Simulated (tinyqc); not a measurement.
## Capacitances against the space between lines

Endless row of lines of width wl, height tl and space sl between grounded planes at distance hd; e2 fills the gaps beside the lines, e1 the rest. Laplace's equation is solved on meshes of 3, 6 and 12 steps per unit u and extrapolated (Aitken), which is good to about 0.2 %. C_even (all lines at 1 V) is the capacitance Cg to the planes; C_odd (neighbours in antiphase) = Cg + 4 Cc if only nearest neighbours couple, which defines Cc; total with quiet neighbours Cg + 2 Cc. Plate values 2 eps0 e1 wl/hd and eps0 e2 tl/sl.

Values chosen for this exercise: relative permittivity above and below the lines e1 = 2.4; relative permittivity between the lines e2 = 3.9; line width, in units u wl = 4 u; line height tl = 8 u; distance to each plane hd = 8 u.

Constants: eps0 = 8.8541878128e-12 F/m. Results are converted to the units shown.

The same in every row: plate Cg (aF/um) = 21.3.

Result of one run:
```
sl (u)	Cg (aF/um)	Cc (aF/um)	Cg + 2 Cc (aF/um)	C_odd (aF/um)	plate Cc (aF/um)	share of coupling, 2 Cc/(Cg + 2 Cc) (%)
6	50.3	53.5	157	264	46.0	68.0
```

What becomes of these results when the space between lines sl is changed from 6 to 12 u, all else the same?

Result of the changed run:
```
sl (u)	Cg (aF/um)	Cc (aF/um)	Cg + 2 Cc (aF/um)	C_odd (aF/um)	plate Cc (aF/um)	share of coupling, 2 Cc/(Cg + 2 Cc) (%)
12	72.7	22.3	117	162	23.0	38.0
```

The whole series:
```
sl (u)	Cg (aF/um)	Cc (aF/um)	Cg + 2 Cc (aF/um)	C_odd (aF/um)	plate Cc (aF/um)	share of coupling, 2 Cc/(Cg + 2 Cc) (%)
2	31.6	159	349	666	138	90.9
4	41.3	81.3	204	367	69.1	79.8
6	50.3	53.5	157	264	46.0	68.0
8	58.6	38.5	136	213	34.5	56.8
12	72.7	22.3	117	162	23.0	38.0
16	83.5	13.7	111	138	17.3	24.7
24	96.5	5.44	107	118	11.5	10.1
```

As sl goes from 2 to 24, Cg rises from 31.6 to 96.5 aF/um, Cc falls from 159 to 5.44 aF/um and the share of coupling falls from 90.9 to 10.1 %. Cg is 1.49 times its plate value in the first row and 4.54 times in the last; for Cc the ratios are 1.15 and 0.473. Neighbours in antiphase raise the load by a factor of 1.91 and 1.10 over quiet ones. For sl = 2, 4 the planes are farther than 0.8 of the pitch, so second neighbours couple too and Cg + 2 Cc understates the quiet load by a per cent or more.

Program tinyqc, `OMP_NUM_THREADS=1 python tinyqc.py 2790198 2790199 out.jsonl`; Intel Xeon 2.30GHz, shared host, one thread, about 1 s.
